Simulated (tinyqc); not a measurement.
Solid solubility of a dopant against its melt (retrograde solidus), clustering and the electrically active fraction. From one set of inputs to another, one input at a time. Computed by tinyqc, a small Python program. Command: `OMP_NUM_THREADS=1 python tinyqc.py 3012880 3012881 out.jsonl retro ladder`. One thread of a shared host (Intel(R) Xeon(R) Processor @ 2.30GHz), about 0.03 s of CPU time with the checks.

The inputs printed are set A. Inputs not listed in the table keep their values of set A, so the rows need not describe a real material.

Inputs (values chosen for the exercise, for a model dopant):
```
quantity,value,unit
melting point of the host T_m,1687,K
heat of melting of the host H_f,50.2,kJ/mol
interaction L of the melt,-10,kJ/mol
enthalpy of transfer from melt to solid H,1.18,eV
entropy of transfer S,1.58,k_B
site density N0,5e+22,1/cm^3
temperature T,1375,K
total dopant density N_t,9.4e+20,1/cm^3
atoms per cluster m,2,-
cluster scale N* at 1273 K,3.7e+20,1/cm^3
activation energy E_b of the cluster scale,0.56,eV
anneal temperature T_a,1250,K
prefactor of n_i,3.91e+16,1/(cm^3 K^1.5)
energy E_i in n_i,0.605,eV
mobility mu,75,cm^2/(V s)
```

Clustering: clusters that take up free electrons.

Constants: R = 8.314462618 J/(mol K); k_B = 8.617333262e-05 eV/K; e = 1.602176634e-19 C; N_A = 6.02214076e+23 1/mol.

Method:
- x_l and x_s are atom fractions of the dopant in melt and solid; the solid is dilute. Liquidus of the host: R T ln(1 - x_l) + L x_l^2 = -H_f (1 - T/T_m). Distribution: k = x_s/x_l = exp[L (1 - x_l)^2/(R T)] exp(S/k_B - H/(k_B T)), the first factor being the activity coefficient in the melt. Solubility = x_s N0; at T_m x_l = 0.
- The largest x_s N0 between 900 K and T_m. For an ideal melt with constant heats the maximum has x_l = H_f/(H + H_f), H in the same units.
- A highly soluble donor (another dopant than that of the solidus) is limited by clustering. Donors N_a are active, and clusters hold m atoms each: N_t = N_a + m C, m C = N* (N_a/N*)^m (n/N*)^m, each atom taking one electron, n = N_a/2 + sqrt(N_a^2/4 + n_i^2), n_i = prefactor x T^1.5 exp(-E_i/(k_B T)), with N*(T) = N*(1273 K) exp[-(E_b/k_B)(1/T - 1/1273)]. Resistivity = 1/(e mu N_a).

Each row keeps all changes above it:
```
input moved,from,to,distribution coefficient k,temperature of the maximum (K),active density N_a (1/cm^3)
set A,-,-,1.787e-04,1511,3.821e+20
entropy of transfer S (k_B),1.58,-1.84,5.844e-06,1511,3.821e+20
activation energy E_b of the cluster scale (eV),0.56,0.48,5.844e-06,1511,3.854e+20
anneal temperature T_a (K),1250,1100,5.844e-06,1511,2.574e+20
cluster scale N* at 1273 K (1/cm^3),3.7e+20,4.6e+20,5.844e-06,1511,2.984e+20
total dopant density N_t (1/cm^3),9.4e+20,9.6e+20,5.844e-06,1511,3.004e+20
interaction L of the melt (kJ/mol),-10,9,8.076e-06,1552,3.004e+20
temperature T (K),1375,1110,7.001e-07,1552,3.004e+20
```

Where does the difference come from?

Distribution coefficient k goes from 1.79e-4 to 7.00e-7, a factor 0.00392 in all. The largest single move comes from entropy of transfer S (a factor 0.0327). Temperature of the maximum goes from 1510 to 1550, a factor 1.027 in all. The largest single move comes from interaction L of the melt (a factor 1.027). Active density N_a goes from 3.82e20 to 3.00e20, a factor 0.786 in all. The largest single move comes from anneal temperature T_a (a factor 0.668), and cluster scale N* at 1273 K works against it (a factor 1.16). The single moves hold for this order of the switches; the total does not depend on the order.

Caution (all rows): this clustering law is a generic form; degeneracy and a doping-dependent mobility are left out.

Extremes, crossings and ranges named in words are read from the listed rows.
